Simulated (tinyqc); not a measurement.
Coherent potential approximation for a binary alloy with a semi-elliptic band: one step. Densities on A and B, and the lifetime. Three cases, with inputs chosen for the exercise.

Problem. G_i = G/(1 - (e_i - S) G); densities -Im G_i/pi; their weighted sum must be -Im G/pi. Lifetime hbar/(2 |Im S|), which has a meaning only while |Im S| is small against W. Weak-scattering value of S: x (1 - x) d^2 G.

Site levels eA = -x d (share 1 - x) and eB = (1 - x) d (share x), so that their mean, the virtual crystal, is 0. Pure band: G0(z) = 2 (z - sqrt(z - W) sqrt(z + W))/W^2 with principal roots, density -Im G/pi per site. The medium has a self-energy S(z), G = G0(z - S), z = E + i eta. t_i = (e_i - S)/(1 - (e_i - S) G); the CPA demands <t> = (1 - x) tA + x tB = 0. Iteration: start at S = 0, set S(new) = S + <t>/(1 + <t> G), stop when |<t>| < 1e-9 eV.

Constants: hbar = 6.58211957e-16 eV s.

Give: densities; lifetime; weak-scattering S.

Case 1.

Values chosen: x = 0.13 (fraction of B); d = 4.18 eV (eB - eA).

eA, eB (eV): -0.543400  3.636600

S = -0.6572719-0.4417361i eV
G = 0.2716290-0.2965814i 1/eV

Solution.

densities (1/eV): on A 0.1010, on B 0.0505, weighted sum 0.0944, medium 0.0944

lifetime = 0.745 fs
weak-scattering S = 0.5368-0.5861i eV

An A site carries the larger density here, by a factor 2.00; the weak-scattering value is 152 % from S.

Case 2.

Values chosen: x = 0.08 (fraction of B); d = 0.98 eV (eB - eA).

eA, eB (eV): -0.078400  0.901600

S = 0.0517594-0.1624848i eV
G = 0.8041366-0.4995859i 1/eV

Solution.

densities (1/eV): on A 0.1038, on B 0.7945, weighted sum 0.1590, medium 0.1590

lifetime = 2.03 fs
weak-scattering S = 0.0568-0.0353i eV

A B site carries the larger density here, by a factor 7.66; the weak-scattering value is 75 % from S.

Case 3.

Values chosen: x = 0.14 (fraction of B); d = 0.82 eV (eB - eA).

eA, eB (eV): -0.114800  0.705200

S = -0.0003019-0.0469489i eV
G = 0.1668793-0.5099669i 1/eV

Solution.

densities (1/eV): on A 0.1589, on B 0.1836, weighted sum 0.1623, medium 0.1623

lifetime = 7.01 fs
weak-scattering S = 0.0135-0.0413i eV

A B site carries the larger density here, by a factor 1.16; the weak-scattering value is 32 % from S.

Computed by tinyqc, one run a case: `OMP_NUM_THREADS=1 python tinyqc.py N N+1 out.jsonl` with N = 1452641, 1452818, 1452853; one thread of a shared Intel(R) Xeon(R) Processor @ 2.30GHz, about 0.01 s a run at most.
